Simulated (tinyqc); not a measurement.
A longer run and its error bar: q-state Potts model on a small periodic square lattice: enumeration, Metropolis, heat-bath and Wolff steps. Computed by tinyqc, a small Python program. Command: `OMP_NUM_THREADS=1 python tinyqc.py 3114101 3114102 out.jsonl potts walk`. One thread of a shared host (Intel(R) Xeon(R) Processor @ 2.30GHz), about 0.05 s of CPU time with the checks.

E = -J x (number of nearest-neighbour bonds with equal states); n x n sites with periodic edges have 2 n^2 bonds. Order parameter m = (q f - 1)/(q - 1), f being the largest share of one state. Sites are numbered row by row from 0. Here q = 3 and n = 3.

Inputs (values chosen for the exercise, for a model of domains or grain orientations):
```
quantity             value  unit
number of states q       3     -
edge n                   3     -
coupling J              57   meV
temperature T          771     K
seed                661939     -
```

Update: Metropolis.

Constants: k_B = 8.617333262e-05 eV/K.

Method:
- K = J/(k_B T); the infinite square lattice orders at K_c = ln(1 + sqrt(q)); Wolff bond probability p = 1 - exp(-K).
- All q^(n^2) states are counted by their number b of equal bonds; weights g(b) exp(K b), K = J/(k_B T). Per site: u = -J <b>/n^2, c/k_B = K^2 (<b^2> - <b>^2)/n^2.
- ln Z = ln sum g(b) exp(K b); entropy per site s/k_B = (ln Z - K <b>)/n^2.
- After 400 updates are discarded, b is recorded for 4000 sweeps of n^2 steps of the update named (random numbers not printed, so these rows are one sample). Records are averaged in blocks; the error is the scatter of block means over sqrt(number of blocks), and the last column its square over that for single records.

start states:
```
   1  2  3
1  0  1  2
2  0  0  2
3  0  2  0
```

K = 0.857922

<b> = 13.7849

Blocking:
```
block length  mean b    error  variance ratio
1             13.999  0.05996          1.0000
4             13.999  0.10260          2.9280
16            13.999  0.14407          5.7731
40            13.999  0.15433          6.6243
100           13.999  0.15869          7.0041
```

What does the comparison show, and why?

The run gives 13.999 +/- 0.154 (blocks of 40) against the exact 13.785, a difference of 1.4 error bars. Single records understate the error by a factor of about 2.6, because successive records are correlated.

Extremes, crossings and ranges named in words are read from the listed rows.
